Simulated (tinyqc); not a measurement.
What each parameter does: heterojunction of two tight-binding chains.

Left chain: hopping -t1, sites at 2 t1 (band bottom 0). Right chain: hopping -t2, sites at dE + 2 t2 (bottom dE). t = c/(m a^2), c = hbar^2/2m0. The bond across the interface is -tc with tc = f sqrt(t1 t2), and the last left site has the extra energy U. In a chain E = bottom + 2t (1 - cos(ka)); the surface Green function of a half chain is g = -exp(ika)/t, with Im k > 0 where cos(ka) > 1.

Constants: hbar^2/2m0 = 3.80998211 eV angstrom^2.

Inputs chosen for the exercise (masses and offset of the size met at GaN / AlGaN; shifted at random, so the results belong to these values and not to a real crystal):
- a = 4 angstrom (site spacing)
- m1 = 0.2 m0 (mass on the left)
- m2 = 0.252 m0 (mass on the right)
- dE = 0.44 eV (band offset)
- f = 1 (factor on the interface hopping)
- U = 0.18 eV (extra energy on the last left site)
- E = 0.45 eV (electron energy)

T = 4 Im(S1) Im(S2) |G|^2 with G = 1/(E - 2 t1 - U - S1 - S2), S1 = -t1 exp(i k1 a), S2 = -(tc^2/t2) exp(i k2 a).

Results for these values:
```
case,T,k1 a,k2 a
base,0.5071,0.6249,0.1029
```

What happens to each result for U = 0.38 eV, all else kept?

Answer: T falls from 0.5071 to 0.4893; k1 a does not change at the printed digits; k2 a does not change at the printed digits.

The same for each parameter in turn:
```
case,T,k1 a,k2 a
base,0.5071,0.6249,0.1029
m1 = 0.24 m0,0.4785,0.6869,0.1029
m2 = 0.3024 m0,0.5400,0.6249,0.1128
dE = 0.39 eV,0.8390,0.6249,0.2527
f = 0.9,0.4134,0.6249,0.1029
U = 0.38 eV,0.4893,0.6249,0.1029
a = 3.2 angstrom,0.5012,0.4969,0.0823
```

Computed by tinyqc, a small Python program: `OMP_NUM_THREADS=1 python tinyqc.py 1481809 1481810 out.jsonl` (the numbers bound the seed that draws the inputs); one thread of a shared host (Intel(R) Xeon(R) Processor @ 2.30GHz), about 0.01 s for the whole set of steps.
